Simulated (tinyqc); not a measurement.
What moves the results: inter-valley coupling by envelope functions against a chain of atomic planes. A value that a table varies takes the place of the one given here.

Chain: E(phi) = e0 + 2 v cos(phi) + 2 u cos(2 phi), cos(phi0) = -v/(4u), e0 = 2u + v^2/(4u); plane j = 0, 1, ... has the potential V_j = dE x_j + F (j - 30) a/4 (1 MV/m = 1e-4 V/angstrom). There are 30 barrier planes a side; with y = j - 29.5, x_j = xb (f(y) + f(Nw - y)), f(y) = 1/(1 + exp(y/L)), plus any Ge added in the well. The valley splitting is the spacing of the two lowest levels. Envelope theory: F_j solves a one-valley chain with hopping -b and diagonal 2b + V_j, b = 4u sin^2(phi0), sum F_j^2 = 1; the valleys couple by Dv = sum_j F_j^2 V_j exp(-2 i phi0 j) and split by 2|Dv|.

Parameters, chosen for this exercise (near those of the Delta valleys of silicon in a SiGe well; the results hold for these values, not for the real material): a = 5.431 angstrom (lattice constant; planes lie a/4 apart); u = 0.641 eV (second-neighbour hopping); v = 0.644 eV (nearest hopping); Nw = 53 (planes in the well); L = 1 planes (interface width); xb = 0.25 (Ge fraction of the barriers); dE = 0.6 eV (offset per unit Ge fraction); F = 0 MV/m (field); xs = 0.17 (Ge fraction added on that plane); xw = 0.012 (mean Ge fraction of the wiggle); x0 = 1169 (start of the number sequence); na = 4000 (atoms a plane under the dot); js = 59 (plane j of a Ge spike (the well starts at j = 30)).

## Position of the spike

The spike is moved through the well; position counted from the first well plane, j - 30.

Against position:
```
j - 30,"F_j^2, smooth",mean of the doublet (meV),"splitting, chain (micro-eV)",envelope,first order
3,0.00418,6.93,589,568,853
6,0.00820,7.17,1083,1033,1674
11,0.01656,7.70,2141,2040,3379
16,0.02496,8.35,3427,3319,5092
21,0.03112,8.99,4714,4641,6348
26,0.03338,9.30,5335,5274,6809
34,0.02781,8.61,3966,3870,5672
42,0.01481,7.59,1908,1816,3022
50,0.00311,6.86,453,438,635
```

What can be read from the table?

The splitting is largest at plane 26 among these rows (5335 micro-eV), and the smooth envelope peaks at plane 26, counting all planes; without a spike it is 1.1. Where the splitting exceeds 20 micro-eV the envelope theory lies within 4.8 % of the chain and first order within 58 %.

## A periodic Ge profile (wiggle well)

periods (planes): pi/phi0 1.72172, pi/(pi - phi0) 2.38558

Added fraction xw (1 - cos(2 pi (j - 30)/p)) on the well planes; p = f times the resonant period pi/(pi - phi0). At resonance the estimate is dE xw.

Against period:
```
f,p (planes),mean of the doublet (meV),"splitting, chain (micro-eV)",envelope
0.90,2.1470,13.71,72,81
0.95,2.2663,13.44,1875,1965
0.98,2.3379,13.59,5854,6019
0.99,2.3617,13.72,6792,6858
1.00,2.3856,13.78,7156,7144
1.01,2.4094,13.74,6868,6855
1.02,2.4333,13.61,6082,6109
1.05,2.5049,13.41,2603,2580
1.10,2.6241,13.66,204,202
1.50,3.5784,13.78,14,16
3.00,7.1568,13.77,17,17
```

What can be read from the table?

The splitting peaks at f = 1 with 7.16 meV, against the estimate dE xw = 7.20 meV, and is 0.82 and 0.85 of the value at f = 1 two per cent off to either side: the width of the resonance is set by the number of periods under the envelope. At f = 3 it is 17 micro-eV. The chain has one orbital a plane and knows only this resonance; longer periods that work through other bands are outside it.

## Random alloy fluctuations

A uniform fraction x is added on all planes. Each plane j then fluctuates by q sqrt(x_j (1 - x_j)/na) in Ge fraction, q = sqrt12 (z/2147483647 - 1/2) with z(new) = 16807 z mod 2147483647 from x0, restarted for each row; 24 samples. Theory: Dv is a complex Gaussian with sigma^2 = dE^2 sum F_j^4 x_j (1 - x_j)/na, and the mean splitting is sqrt(pi) sigma if the smooth part is negligible.

Splitting (micro-eV):
```
x,sigma,sqrt(pi) sigma,mean of 24,least,largest
0.00,14.1,25.1,26.3,7.2,44.5
0.01,149.8,265.4,291.5,24.9,893.4
0.02,210.2,372.7,409.0,43.4,1245.5
0.05,326.9,579.4,634.6,78.4,1923.4
0.10,449.7,797.1,871.3,114.5,2636.4
```

What can be read from the table?

Without added Ge the disorder sits in the barriers, where the state is small: mean 26.3 micro-eV, against 1.1 for the smooth well. With 5 % Ge in the well the mean is 635, theory 579, with a statistical error of about 11 % for 24 samples; the miss is +10 %, and since every row reuses one sequence the rows with added Ge miss alike. The spread grows with the mean: at 5 % the samples run from 78 to 1923, so small splittings remain possible. sigma falls as 1/sqrt(na) for larger dots. A chain with one orbital a plane has no Bloch-function factor, which scales all these couplings down in fuller models.

## What each parameter does

Chain with the spike on plane js. Each row changes one parameter from the base and keeps the others.

Results:
```
case,level (meV),splitting (micro-eV)
base,9.178,5092.9
Nw = 59,7.853,4745.2
L = 1.5 planes,9.584,5224.2
xb = 0.3,9.407,5178.8
dE = 0.66 eV,9.487,5513.8
F = 2 MV/m,15.386,4270.8
js = 62,8.872,4478.9
xs = 0.221,9.706,6149.4
```

What does this show?

The largest shifts from the base row, up to three for each result and ties (the steps differ in size, so this ranks the rows, not the parameters). level (meV): F +6.208, Nw -1.325, xs +0.528. splitting (micro-eV): xs +1056.4, F -822.1, js -614.0.

tinyqc: `OMP_NUM_THREADS=1 python tinyqc.py 1481318 1481319 out.jsonl`; about 0.05 s, one thread, shared Intel(R) Xeon(R) Processor @ 2.30GHz.
